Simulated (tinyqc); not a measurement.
Reduced doping and fringe capacitance from two biases.

Problem. C = eps0 eps_r hr/W + Cf with W = sqrt(2 eps0 eps_r (Vb + V)/(q Nr)), 1/Nr = 1/Na + 1/Nd. Find Cf, W at zero bias and Nr.

Parameters, values chosen for the exercise; values close to those of silicon near 1550 nm:
- eps_r = 11.7 (relative permittivity of the semiconductor)
- Vb = 0.87 V (built-in voltage)
- hr = 220 nm (rib height)

Constants: q = 1.602176634e-19 C, eps0 = 8.8541878128e-14 F/cm where lengths are in cm. Results are converted to the units shown.

C at V = 0 and 3 V (pF/m): 456.73482  230.75332

Solution. C is linear in (Vb + V)^(-1/2); the intercept is Cf.

Cf = 27.0 pF/m
W(0) = 53.0 nm
Nr = 4.00e17 cm^-3

tinyqc, about 0.01 s, one thread, Intel Xeon 2.30GHz (shared host): `OMP_NUM_THREADS=1 python tinyqc.py 2650005 2650006 out.jsonl`
